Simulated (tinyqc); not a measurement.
Hole subbands of a hard-walled well, four-band Luttinger model: one step. The matrix at one k. Two cases, with inputs chosen for the exercise.

Task: Fill in the 2N x 2N matrix, in meV.

Hole energies are counted downwards from the unstrained band edge, c = hbar^2/2m0. After the usual block transformation one block is H = [[P + Q - Zs, R - i S], [R + i S, P - Q + Zs]] in (heavy, light), with P +/- Q = c [(g1 +/- g2) k^2 + (g1 -/+ 2 g2) kz^2], R = sqrt(3) c gR k^2, S = 2 sqrt(3) c g3 k kz, kz = -i d/dz; axial approximation gR = (g2 + g3)/2. Zs = b (e_par - e_perp) is the shear part of the strain (the hydrostatic part shifts all levels alike and is left out). Basis sqrt(2/L) sin(n pi z/L), n = 1 to N, for each component: kz^2 gives (n pi/L)^2 and the heavy-light block is R delta_nm - 2 sqrt(3) c g3 k D_nm with D_nm = 4 n m/(L (n^2 - m^2)) for n + m odd, 0 otherwise. The other block has the same levels. The split-off band is left out, a severe simplification for a spin-orbit splitting near 0.04 eV.

Constants: hbar^2/2m0 = 3.80998211 eV angstrom^2.

Give: H(k).

Case 1.

Values chosen (near those of Si; the results hold for these values, not for the real material): g1 = 4.35 (Luttinger gamma1); g2 = 0.34 (gamma2); g3 = 1.46 (gamma3); L = 120 angstrom (well width along [001]); k = 0.0287 1/angstrom (wave vector in the plane); N = 4 (sines for each component).

shear strain energy Zs = 0.0346953 eV

Result:

H(k) (meV), lower triangle:
```
        h1      h2      h3      h4     l1     l2      l3      l4
h1  -10.39
h2       0   18.36
h3       0       0   66.27
h4       0       0       0  133.36
l1    4.89  -12.29       0   -4.92  60.41
l2   12.29    4.89  -22.12       0      0  99.82
l3       0   22.12    4.89  -31.60      0      0  165.49
l4    4.92       0   31.60    4.89      0      0       0  257.44
```

Case 2.

Values chosen (near those of Si; the results hold for these values, not for the real material): g1 = 4.28 (Luttinger gamma1); g2 = 0.34 (gamma2); g3 = 1.45 (gamma3); L = 145 angstrom (well width along [001]); Zs = 0 eV (shear strain energy); k = 0.0263 1/angstrom (wave vector in the plane); N = 4 (sines for each component).

Result:

H(k) (meV), lower triangle:
```
       h1     h2      h3      h4     l1     l2     l3      l4
h1  18.61
h2      0  37.93
h3      0      0   70.12
h4      0      0       0  115.19
l1   4.09  -9.26       0   -3.70  19.25
l2   9.26   4.09  -16.66       0      0  45.87
l3      0  16.66    4.09  -23.80      0      0  90.22
l4   3.70      0   23.80    4.09      0      0      0  152.32
```

Computed by tinyqc, one run a case: `OMP_NUM_THREADS=1 python tinyqc.py N N+1 out.jsonl` with N = 1280046, 1280369; one thread of a shared Intel(R) Xeon(R) Processor @ 2.30GHz, about 0.1 s a run at most.
